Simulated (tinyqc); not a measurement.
Plane-wave Kohn-Sham cycle with exchange-only LDA in a layered model solid, step by step. One step of it, computed by the program tinyqc.

Problem. Iteration 2: Hamiltonian at one k. H(m,m') = (k + G_m)^2/2 delta + V(G_m - G_m'), with V(-G) = V(G).

A solid whose potential varies along x alone (atomic units):
```
parameter                      value
period a                   16.100000
cross-section of the cell  38.000000
electrons per cell                 2
grid points                       16
plane waves -n..n, n               2
k points                           1
V1 in V1 cos(2 pi x/a)     -0.230000
```

V(G_m), m = 0, 1, 2, ... (hartree): [-0.145910, -0.097487, 0.000835, -0.000110, 0.000000]

k = 0.000000 2 pi / a

Give: H.

Solution.

H (hartree), order -2, -1, +0, +1, +2:
```
[[0.1587, -0.0975, 0.0008, -0.0001, 0.0000],
 [-0.0975, -0.0698, -0.0975, 0.0008, -0.0001],
 [0.0008, -0.0975, -0.1459, -0.0975, 0.0008],
 [-0.0001, 0.0008, -0.0975, -0.0698, -0.0975],
 [0.0000, -0.0001, 0.0008, -0.0975, 0.1587]]
```
